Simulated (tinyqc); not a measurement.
Inside a calculation. Model: electron continuity equation in a given potential, Scharfetter-Gummel discretisation.

tinyqc, about 0.01 s, one thread, Intel Xeon 2.30GHz (shared host): `OMP_NUM_THREADS=1 python tinyqc.py 2220105 2220106 out.jsonl` Printed values are rounded.

Steady state in one dimension: J = q mu n E + q D dn/dx with E = -dpsi/dx and D = mu Vt, dJ/dx = 0, fixed densities nL and nR at the ends. The potential is given, psi = U (x/L)^2, and is not changed by the electrons.

Inputs (values chosen for the exercise); mobility close to that of 4H silicon carbide at room temperature:
```
symbol   value        unit                               meaning
T          300           K                           temperature
mu         897  cm^2/(V s)                     electron mobility
L         0.48          um                  length of the region
nL      1.3e14       cm^-3                      density at x = 0
nR           0       cm^-3                      density at x = L
U         0.86           V  potential difference psi(L) - psi(0)
```

Constants: q = 1.602176634e-19 C, kB = 1.380649e-23 J/K, Vt = kB T/q. Results are converted to the units shown.

Range of the model: The drift velocity mu E exceeds 1e7 cm/s somewhere, where real mobilities no longer stay constant.

## Potential on the mesh

10 equal intervals, h = L/10; psi = U (x/L)^2.

| node | psi (V) |
|---|---|
| 0 | 0.000000 |
| 1 | 0.008600 |
| 2 | 0.034400 |
| 3 | 0.077400 |
| 4 | 0.137600 |
| 5 | 0.215000 |
| 6 | 0.309600 |
| 7 | 0.421400 |
| 8 | 0.550400 |
| 9 | 0.696600 |
| 10 | 0.860000 |

## Bernoulli factors

d_i = (psi_(i+1) - psi_i)/Vt; B(d) = d/(exp(d) - 1), B(0) = 1. The flux on interval i is J_i = (q D/h) [n_(i+1) B(d_i) - n_i B(-d_i)].

| interval | d_i | B(d_i) | B(-d_i) |
|---|---|---|---|
| 0 | 0.33266 | 0.842874 | 1.17554 |
| 1 | 0.99799 | 0.582658 | 1.58065 |
| 2 | 1.66331 | 0.388918 | 2.05223 |
| 3 | 2.32864 | 0.251365 | 2.58001 |
| 4 | 2.99397 | 0.157870 | 3.15184 |
| 5 | 3.65929 | 0.0967201 | 3.75601 |
| 6 | 4.32462 | 0.0580201 | 4.38264 |
| 7 | 4.98994 | 0.0341945 | 5.02414 |
| 8 | 5.65527 | 0.0198575 | 5.67513 |
| 9 | 6.32059 | 0.0113904 | 6.33198 |

The largest |d_i| is 6.32, above 2, where central differences lose the sign pattern that keeps densities positive.

## Tridiagonal system for the inner nodes

Row i (1 to 9): B(-d_(i-1)) n_(i-1) + b_i n_i + B(d_i) n_(i+1) = f_i with b_i = -B(-d_i) - B(d_(i-1)) and f_i = 0; the known end values are moved to the right: f_1 loses B(-d_0) nL and f_9 loses B(d_9) nR. h = L/10, D = mu Vt.

| node | diagonal b | right side f (cm^-3) |
|---|---|---|
| 1 | -2.42352 | -1.52820e14 |
| 2 | -2.63489 | 0 |
| 3 | -2.96892 | 0 |
| 4 | -3.40320 | 0 |
| 5 | -3.91388 | 0 |
| 6 | -4.47936 | 0 |
| 7 | -5.08216 | 0 |
| 8 | -5.70932 | 0 |
| 9 | -6.35184 | 0 |

## Densities and current

B(d) = d/(exp(d) - 1) with d_i = (psi_(i+1) - psi_i)/Vt; b and f are the diagonal and right side of the balance equations. Solve B(-d_(i-1)) n_(i-1) + b_i n_i + B(d_i) n_(i+1) = f_i (end values already in f), then J_i = (q D/h) [n_(i+1) B(d_i) - n_i B(-d_i)], h = L/10, D = mu Vt.

| node | n (cm^-3) |
|---|---|
| 0 | 1.3e14 |
| 1 | 7.52404e13 |
| 2 | 5.06762e13 |
| 3 | 3.75340e13 |
| 4 | 2.95838e13 |
| 5 | 2.43337e13 |
| 6 | 2.06360e13 |
| 7 | 1.79020e13 |
| 8 | 1.58026e13 |
| 9 | 1.41190e13 |
| 10 | 0 |

| interval | J (A/cm^2) |
|---|---|
| 0 | -69.1992 |
| 1 | -69.1992 |
| 2 | -69.1992 |
| 3 | -69.1992 |
| 4 | -69.1992 |
| 5 | -69.1992 |
| 6 | -69.1992 |
| 7 | -69.1992 |
| 8 | -69.1992 |
| 9 | -69.1992 |

Without sources J is the same on every interval. Against a mesh 200 times finer the densities are off by at most 1.9 % of their local values.
